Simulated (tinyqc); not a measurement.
What moves the results: thin (001) film in sp3s* tight binding with raised dangling bonds. A value that a table varies takes the place of the one given here.

Planes alternate anion (a), cation (c) along [001], a/4 apart, starting with an anion; zero in-plane momentum; levels counted from the bulk Ev, the lower root of [[Epa, Vxx], [Vxx, Epc]]; no spin-orbit coupling. Block of s, pz, s*: from an anion to the cation above, Vss/2 (s,s), Vsapc/2 (s,z), -Vscpa/2 (z,s), Vxx/2 (z,z), Vxapc/2 (s*,z), -Vpaxc/2 (z,s*); to the cation below the same with the s-z and s*-z signs reversed. Block of u = (px + py)/sqrt2 and v = (px - py)/sqrt2: to the cation above (Vxx + Vxy)/2 for u and (Vxx - Vxy)/2 for v, to the cation below the reverse. Each surface atom has two dangling sp3 hybrids; raising both by dl adds (dl/2) [[1, t], [t, 1]] to its s, pz levels (t = -1 at the bottom face, +1 at the top) and dl to the one of u, v in whose plane the missing bonds lie (v for a bottom anion or a top cation, u for a top anion).

Values chosen for the exercise (near a published set for Si, fitted to gaps, whose masses and valley positions are rough; not measured data):
```
symbol  value                                                                                       unit      meaning
p       (-4.241, 1.702, -4.241, 1.702, 6.66, 6.66, -8.353, 1.73, 4.59, 5.747, 5.747, 5.408, 5.408)  eV        order Esa, Epa, Esc, Epc, Exa, Exc, Vss, Vxx, Vxy, Vsapc, Vscpa, Vxapc, Vpaxc
Nw      23                                                                                                    planes in the thicker film
a       5.431                                                                                       angstrom  lattice constant
dp      30                                                                                          eV        value of dl for the passivated films
Ns      (10, 11, 12, 17, 29, 31, 46, 60)                                                                      numbers of planes
N0      22                                                                                                    first number of planes
```

## States in the gap of a film

edges (eV): Gamma 3.46000, Delta 1.16051

Levels between 0 and the lower bulk edge, the largest weight on the two outer planes of both faces among them, and the nearest levels outside, for several shifts dl.

Film of Nw planes:
```
dl (eV)  levels in the gap       at (eV)  surface weight  next above (eV)  next below (eV)
0                        2  0.261, 0.303            0.72           1.2109          -0.0868
1                        2  0.738, 0.749            0.82           1.2115          -0.0842
2                        1         1.156            0.37           1.1777          -0.0827
3                        0             -               -           1.1992          -0.0817
5                        0             -               -           1.2047          -0.0804
10                       0             -               -           1.2066          -0.0790
30                       0             -               -           1.2074          -0.0776
100                      0             -               -           1.2076          -0.0770
```

Can the levels of the bare film be read as confined subbands?

No: with bare surfaces (dl = 0) 2 levels lie in the bulk gap, with up to 72 % of the weight on the four outer planes, two a face, where an even spread gives 17 %; these are dangling-bond states, not subbands. The reruns show the bulk gap clear from dl = 3 eV on, and at dl = 30 eV the next level above lies -0.2 meV from its value at 100 eV.

## Gap against thickness

Passivated films (finite dp, so levels can still be some meV from their limit), thickness N a/4. Highest level below mid-gap (either block) and the two lowest above it. The exponents are -d ln(shift)/d ln N between the sixth and the last film, for the valence level and for the mean of the two conduction levels.

Levels (eV):
```
N   thickness (angstrom)      Ev1     Ec1     Ec2     gap
10                 13.58  -0.2617  1.3822  1.3925  1.6440
11                 14.94  -0.2667  1.3333  1.3729  1.6000
12                 16.29  -0.2010  1.3144  1.3337  1.5154
17                 23.08  -0.1311  1.2407  1.2520  1.3718
29                 39.37  -0.0512  1.1914  1.1914  1.2426
31                 42.09  -0.0453  1.1869  1.1885  1.2322
46                 62.46  -0.0208  1.1729  1.1733  1.1937
60                 81.47  -0.0127  1.1679  1.1681  1.1805
```

exponents: valence 1.93, conduction 1.95

The gap is 1.644 eV at 13.6 angstrom and 1.181 eV at 81.5, against 1.161 eV in the bulk along this line. At 17 planes the conduction side gives 80 meV of the widening and the valence side 131 meV. A hard-walled parabolic band has exponent 2; departures come from the offset between N a/4 and the effective width, from non-parabolicity and from the termination (odd and even N end differently: in the direction of the bond rows at the two faces and, in a compound, in the kind of atom), which also makes single steps in N uneven. Ec1 and Ec2 are the doublet of the two Delta valleys along the normal.

## Valley splitting plane by plane

kz of the minimum = 0.73228 2 pi/a

Ten passivated films from N0 planes on; the phase is N pi k0/2 modulo pi, k0 the position of the bulk minimum.

Lowest doublet:
```
N   phase/pi  mean shift (meV)  splitting (meV)
22     0.055             52.62            5.752
23     0.421             48.26            2.813
24     0.787             44.48            2.437
25     0.154             41.18            3.992
26     0.520             38.13            0.976
27     0.886             35.49            2.478
28     0.252             33.10            2.614
29     0.618             30.89            0.086
30     0.984             28.97            2.204
31     0.350             27.17            1.566
```

The splitting ranges from 0.09 meV (N = 29) to 5.75 meV (N = 22), while the mean shift goes from 53 to 27 meV and falls steadily. The splitting changes direction 6 times in these ten films, and one plane more changes it by up to 3.02 meV: it hangs on the phase between the two faces, which is why atomic steps matter.

## What each change does

A film of Nw planes with shift dp: highest level below mid-gap (half the lower bulk edge) and the two lowest above. Each row changes one parameter from the base and keeps the others.

Results:
```
case        Ev1 (eV)  Ec1 (eV)  Ec2 (eV)
base         -0.0776    1.2074    1.2102
Nw = 24      -0.0662    1.2038    1.2062
dp = 60 eV   -0.0772    1.2075    1.2102
```

The largest shifts from the base row, up to three for each result and ties (the steps differ in size, so this ranks the rows, not the parameters). Ev1 (eV): Nw +0.0114, dp +0.0004. Ec1 (eV): Nw -0.0036, dp +0.0002. Ec2 (eV): Nw -0.0040; unchanged at the printed digits by dp. An odd change of Nw also changes which atoms end the film, so levels need not move as thickness alone would move them; the row for dp shows how far the passivation is from converged.

Run: tinyqc, `OMP_NUM_THREADS=1 python tinyqc.py 1480871 1480872 out.jsonl`; Intel(R) Xeon(R) Processor @ 2.30GHz, one thread, shared host; about 0.3 s of CPU time with all checks.
